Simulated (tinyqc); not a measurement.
MOSFET in the linear regime without short-channel effects, parameter extraction from computed curves: two steps of the calculation.

Inversion charge Q = Cox n Vt W0(exp((Vg - VT)/(n Vt))), W0 the Lambert function and n = nf; u = Q/Cox; mobility mu = mu0/(1 + th1 u + th2 u^2); channel resistance Rch = (L - dL)/(W mu Q); Id = Vd/(Rch + Rsd/W). Cox = eps0 eox/tox. Small Vd, no channel-length or drain effects.

Values chosen for this exercise; channel values of the order met in silicon transistors: relative permittivity of the gate insulator (close to silicon nitride) eox = 7.62; insulator thickness tox = 11 nm; low-field mobility mu0 = 120 cm^2/(V s); second mobility attenuation factor th2 = 0.02 1/V^2; threshold voltage VT = 0.63 V; gate width W = 1 um; drawn gate length L = 0.087 um; drawn less effective length dL = 0.009 um; drain voltage Vd = 0.05 V.

Constants: eps0 = 8.8541878128e-14 F/cm where lengths are in cm. Results are converted to the units shown.

Question 1. Threshold and mobility at the peak transconductance. gm_i = (Id_(i+1) - Id_(i-1))/(Vg_(i+1) - Vg_(i-1)); at the point j of largest gm the tangent meets the axis at V_ext = Vg_j - Id_j/gm_j; field-effect mobility gm_j L/(W Cox Vd) with the drawn L.

```
point  Vg (V)       Id (uA)
0        0.39  0.0038667247
1        0.51   0.080630823
2        0.63     1.0210412
3        0.75     3.8412942
4        0.87     7.2704926
5        0.99     10.527340
6        1.11     13.441197
7        1.23     16.006115
8        1.35     18.256780
9        1.47     20.234831
10       1.59     21.979210
```

Wanted: gm; j; V_ext; field-effect mobility.

Answer 1.

gm, point 1 to 9 (uS): 4.238  15.67  26.04  27.86  25.71  22.83  20.06  17.62  15.51
j = 4
V_ext = 0.6090 V
field-effect mobility = 79.03 cm^2/(V s)

V_ext is 21 mV below the model VT, and the mobility so found is 41 % below mu0 L/(L - dL) = 134 cm^2/(V s), the value for the drawn L; attenuation, series resistance and the slow approach of Q to a straight line all lower the peak gm.

Question 2. The Y function. Y_i = Id_i/sqrt(gm_i). For Id = beta Vd x/(1 + th x), x = Vg - VT, Y = sqrt(beta Vd) x whatever th. Slope s from points 6 and 9; VT_Y = Vg - Y/s at point 9; beta = s^2/Vd; mobility beta L/(W Cox) with the drawn L; th* = (beta Vd x/Id - 1)/x at point 9.

```
point  Vg (V)       Id (uA)
0        0.39  0.0038667247
1        0.51   0.080630823
2        0.63     1.0210412
3        0.75     3.8412942
4        0.87     7.2704926
5        0.99     10.527340
6        1.11     13.441197
7        1.23     16.006115
8        1.35     18.256780
9        1.47     20.234831
10       1.59     21.979210
```

gm, point 1 to 9 (uS): 4.2382269  15.669431  26.039381  27.858523  25.711269  22.828230  20.064931  17.619651  15.510122

Wanted: Y; s; VT_Y; beta; mobility from Y; th*.

Answer 2.

Y, point 1 to 9 (uA^0.5 V^0.5): 0.03917  0.2579  0.7528  1.377  2.076  2.813  3.573  4.349  5.138
s = 6.458 uA^0.5 V^-0.5
VT_Y = 0.6744 V
beta = 834.0 uA/V^2
mobility from Y = 118.3 cm^2/(V s)
th* = 0.8040 1/V

The mobility from Y is 12 % below mu0 L/(L - dL) = 134 cm^2/(V s), which it should reach in deep inversion when th2 = 0.

Program tinyqc, `OMP_NUM_THREADS=1 python tinyqc.py 2210026 2210027 out.jsonl`; Intel Xeon 2.30GHz, shared host, one thread, about 0.01 s.
